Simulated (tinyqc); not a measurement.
How far the derived k.p bands hold: k.p values derived from sp3s* tight binding at Gamma.

sp3s* tight binding, nearest neighbours only: anion (a) at 0, cation (c) at a/4 (1,1,1), orbitals s, px, py, pz, s* on each; k in units of 2 pi/a. With phases e_j = exp(i (pi/2) k.n_j) for n = (1,1,1), (1,-1,-1), (-1,1,-1), (-1,-1,1): g0 = (e1+e2+e3+e4)/4, g1 = (e1+e2-e3-e4)/4, g2 = (e1-e2+e3-e4)/4, g3 = (e1-e2-e3+e4)/4. The diagonal holds the levels Esa, Epa, Exa (s*) and Esc, Epc, Exc. Anion-cation block: <sa|sc> = Vss g0; <sa|xc> = Vsapc g1; <xa|sc> = -Vscpa g1; <xa|xc> = Vxx g0; <xa|yc> = <ya|xc> = Vxy g3, <xa|zc> = <za|xc> = Vxy g2, <ya|zc> = <za|yc> = Vxy g1; <s*a|xc> = Vxapc g1; <xa|s*c> = -Vpaxc g1; y and z take g2 and g3 in place of g1; s-s* and s*-s* vanish.

Constants: hbar^2/2m0 = 3.80998211 eV angstrom^2.

Parameters, chosen for this exercise (near a published set for GaSb, fitted to gaps, whose masses and valley positions are rough; not measured data): a = 6.093 angstrom (lattice constant); Esa = -7.293 eV (s level of the anion); Epa = 0.853 eV (p level of the anion); Esc = -3.892 eV (s level of the cation); Epc = 2.928 eV (p level of the cation); Exa = 6.658 eV (s* level of the anion); Exc = 5.987 eV (s* level of the cation); Vss = -6.141 eV (s-s); Vxx = 1.58 eV (px-px); Vxy = 4.139 eV (px-py); Vsapc = 4.946 eV (s anion, p cation); Vscpa = 4.66 eV (s cation, p anion); Vxapc = 5.005 eV (s* anion, p cation); Vpaxc = 4.237 eV (p anion, s* cation).

Couplings:
```
pair       P (eV angstrom)  E(first) - E(second) (eV)
S+ to P-          -7.13803                    0.77928
S+ to P+           1.33109                   -3.00109
S- to P-           0.93430                  -11.96491
s*a to P-         -3.62078                    6.65769
s*c to P-          5.67969                    5.98669
```

mass = 0.06577 m0

L, M, N (eV angstrom^2): -71.1350  -8.9825  -75.1543

Along [100]: level 5 and level 2 of the full matrix against parabolas c k^2/m and L k^2, and against the two-level form that keeps S+ and the x state of P- exactly, [[EG + (c/m - P^2/EG) k^2, P k], [P k, (L + P^2/EG) k^2]]. Energies from Ev.

Levels (eV):
```
k (1/angstrom)  c: full  c: parabola  c: two-level  v: full  v: parabola  v: two-level
0.02             0.8016       0.8025        0.8016  -0.0276      -0.0285       -0.0277
0.04             0.8607       0.8720        0.8610  -0.1026      -0.1138       -0.1029
0.06             0.9416       0.9878        0.9428  -0.2098      -0.2561       -0.2111
0.09             1.0791       1.2485        1.0839  -0.4067      -0.5762       -0.4116
0.12             1.2185       1.6134        1.2305  -0.6289      -1.0243       -0.6415
0.20             1.5408       3.0963        1.5967  -1.2852      -2.8454       -1.3458
0.30             1.7869       5.9926        1.9594  -2.1667      -6.4022       -2.3689
```

Give the missing row, k (1/angstrom) = 0.16.

Computed row:
```
k (1/angstrom)  c: full  c: parabola  c: two-level  v: full  v: parabola  v: two-level
0.16             1.3914       2.2622        1.4204  -0.9486      -1.8211       -0.9793
```

The conduction parabola stays within 10 meV up to k = 0.02 and the two-level form up to 0.09; for the light valence band, 0.02 and 0.09 (1/angstrom, among these rows; a dash would mean not even the first). At 0.2 the errors are +1556 and +56 meV for the conduction band. Keeping the strongest coupling exactly removes most of that error; the rest comes from higher bands and from the lattice.

(tinyqc, `OMP_NUM_THREADS=1 python tinyqc.py 1451411 1451412 out.jsonl`, Intel(R) Xeon(R) Processor @ 2.30GHz, 1 thread, shared host, about 0.01 s.)
